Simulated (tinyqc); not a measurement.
From results back to parameters: propagation of a band-gap error through k.p and effective-mass formulas. Three cases, with inputs chosen for the exercise.

Problem. A calculation returned the electron mass below. With 1/me = 1 + Ep (E + 2 Dso/3)/(E (E + Dso)) and the given Ep and Dso, which gap E did it have, and by what factor is exp(-E/2kT) off against the gap Eg?

Constants: kB = 8.617333262e-05 eV/K.
Find: X = 1/me - 1; E; log10 of the factor.
Method. X E^2 + (X Dso - Ep) E - (2/3) Ep Dso = 0 has one positive root; the factor is exp((Eg - E)/2kT).

Case 1.

Values chosen (reference values near those of GaAs, gap at low temperature; the results hold for these values, not for the real material): Eg = 1.507 eV (gap at Gamma to the s-like level); Dso = 0.336 eV (spin-orbit splitting); Ep = 25.5 eV (Kane energy); T = 400 K (temperature).

me = 0.0244059 m0

Solution.

X = 1/me - 1 = 39.974
E = 0.558 eV
log10 of the factor = 5.98

Case 2.

Values chosen (reference values near those of GaSb, gap at low temperature; the results hold for these values, not for the real material): Eg = 0.811 eV (gap at Gamma to the s-like level); Dso = 0.759 eV (spin-orbit splitting); Ep = 27.5 eV (Kane energy); T = 300 K (temperature).

me = 0.0151404 m0

Solution.

X = 1/me - 1 = 65.049
E = 0.324 eV
log10 of the factor = 4.09

Case 3.

Values chosen (reference values near those of GaSb, gap at low temperature; the results hold for these values, not for the real material): Eg = 0.802 eV (gap at Gamma to the s-like level); Dso = 0.774 eV (spin-orbit splitting); Ep = 27.4 eV (Kane energy); T = 77 K (temperature).

me = 0.0123556 m0

Solution.

X = 1/me - 1 = 79.935
E = 0.257 eV
log10 of the factor = 17.84

Computed by tinyqc, one run a case: `OMP_NUM_THREADS=1 python tinyqc.py N N+1 out.jsonl` with N = 1880166, 1880172, 1880224; one thread of a shared Intel(R) Xeon(R) Processor @ 2.30GHz, about 0.01 s a run at most.
